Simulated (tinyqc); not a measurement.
Worked calculation: minimum-mode following (dimer method) and harmonic rate on a two-dimensional model surface. Computed by tinyqc, a small Python program that keeps every step. Command: `OMP_NUM_THREADS=1 python tinyqc.py 3007595 3007596 out.jsonl dimer walk`. One thread of a shared host (Intel(R) Xeon(R) Processor @ 2.30GHz), about 0.03 s of CPU time with the checks. Intermediate numbers are printed to about 6 digits and carried at full precision; extremes and crossings named in words are read from the listed rows.

V(x, y) = -A (cos kx + cos ky) - B cos kx cos ky + (C sin ky + S sin kx)(1 - cos kx), k = 2 pi/a; the atom hops from the minimum at (0, 0) to that at (a, 0).

Inputs (values chosen for the exercise, for a model surface):

| quantity | value | unit |
|---|---|---|
| amplitude A | 0.3 | eV |
| amplitude B | -0.029 | eV |
| skew C | 0.11 | eV |
| asymmetry S | -0.05 | eV |
| period a | 3.8 | angstrom |
| start as a fraction of the way from minimum to saddle | 0.63 | - |
| offset of the start in y | -0.084 | angstrom |
| first angle of the dimer | -25 | degrees |
| half length delta | 0.01 | angstrom |
| step factor eta | 2.7 | angstrom^2/eV |

Surface: adatom on a square lattice.

## Stationary points

Newton steps x(new) = x - H^-1 grad V (moves limited to 0.3 angstrom) from (0, 0), (a, 0) and (a/2, 0) give the two minima and the saddle.

positions (angstrom):
```
              x         y
start   0.00000   0.00000
end     3.80000   0.00000
saddle  2.13530  -0.34772
```

energies (eV): start -0.571000, end -0.571000, saddle -0.075354

barrier from the start = 0.495646 eV

## Starting point

R0 = start minimum + fraction x (saddle - minimum) + (0, offset); in practice such a guess comes from a displaced minimum.

R at the start (angstrom): 1.34524  -0.30307

phi at the start = -25 degrees

## Dimer step 1

Dimer at R with unit axis N = (cos phi, sin phi) and normal T = (-sin phi, cos phi). Gradients g at R +/- delta N and at R +/- delta T give H N and H T by central differences, (g+ - g-)/(2 delta). With C_N = N.H N, C_T = T.H T and b = T.H N, rotate by theta = (1/2) atan2(-2b, C_T - C_N), the angle of least curvature C = (C_N + C_T)/2 - sqrt((C_N - C_T)^2/4 + b^2). Translate along F = -g + 2 (g.N) N if C < 0, else along F = (g.N) N, with the new axis: R(new) = R + eta F, the move limited to 0.2 angstrom.

C_N, C_T, b (eV/angstrom^2): 0.043476  0.954317  -0.264034

rotation theta = 15.0517 degrees

phi after step 1 = -9.94831 degrees

least curvature C = -0.0275275 eV/angstrom^2

gradient g (eV/angstrom): 0.319780  0.004201

effective force F (eV/angstrom): 0.299262  -0.112779

R after step 1 (angstrom): 1.53239  -0.37360

The curvature is negative, so the force along the axis is inverted.

## Dimer step 2

The formulas are those given above.

C_N, C_T, b (eV/angstrom^2): -0.14632  1.04224  -0.09409

rotation theta = 4.49841 degrees

phi after step 2 = -5.44990 degrees

least curvature C = -0.153723 eV/angstrom^2

gradient g (eV/angstrom): 0.297412  -0.040115

effective force F (eV/angstrom): 0.299632  -0.016847

R after step 2 (angstrom): 1.73208  -0.38482

The curvature is negative, so the force along the axis is inverted.

## All steps

R0 = start minimum + fraction x (saddle - minimum) + (0, offset). Stop when |g| is below 1e-5 eV/angstrom, after 150 steps at most.

Course of the dimer:

| step | x (angstrom) | y (angstrom) | E above the start (eV) | C (eV/angstrom^2) | \|g\| (eV/angstrom) |
|---|---|---|---|---|---|
| 1 | 1.34524 | -0.303066 | 0.326011 | -0.027528 | 0.319808 |
| 2 | 1.53239 | -0.373595 | 0.385298 | -0.153723 | 0.300105 |
| 3 | 1.73208 | -0.384822 | 0.440677 | -0.375954 | 0.248037 |
| 4 | 1.93160 | -0.371112 | 0.480266 | -0.617094 | 0.147264 |
| 5 | 2.13014 | -0.346919 | 0.495636 | -0.790690 | 0.004204 |
| 6 | 2.14121 | -0.349410 | 0.495634 | -0.795491 | 0.005074 |
| 7 | 2.12847 | -0.344372 | 0.495635 | -0.790655 | 0.006566 |
| 8 | 2.14318 | -0.354265 | 0.495648 | -0.794852 | 0.009498 |
| 9 | 2.12605 | -0.335181 | 0.495705 | -0.792457 | 0.015441 |
| ... | ... | ... | ... | ... | ... |
| 142 | 2.14027 | -0.434791 | 0.499697 | -0.769063 | 0.092751 |
| 143 | 2.13097 | -0.235007 | 0.502425 | -0.831819 | 0.119885 |
| 144 | 2.14027 | -0.434791 | 0.499697 | -0.769063 | 0.092751 |
| 145 | 2.13097 | -0.235007 | 0.502425 | -0.831819 | 0.119885 |
| 146 | 2.14027 | -0.434791 | 0.499697 | -0.769063 | 0.092751 |
| 147 | 2.13097 | -0.235007 | 0.502425 | -0.831819 | 0.119885 |
| 148 | 2.14027 | -0.434791 | 0.499697 | -0.769063 | 0.092751 |
| 149 | 2.13097 | -0.235007 | 0.502425 | -0.831819 | 0.119885 |
| 150 | 2.14027 | -0.434791 | 0.499697 | -0.769063 | 0.092751 |

final position (angstrom): 2.14027  -0.43479

steps = 150

final |g| = 0.0927505 eV/angstrom

Tail of the gradient series: the residual has stopped falling and repeats with period one or two: the iteration swings between two states

Not converged within 150 steps: the residual has stopped falling and repeats with period one or two: the iteration swings between two states.

Reruns converge with step factor eta = 1.4; or with step factor eta = 0.45. Reruns still fail with step factor eta = 5.4; and with half length delta = 0.001.
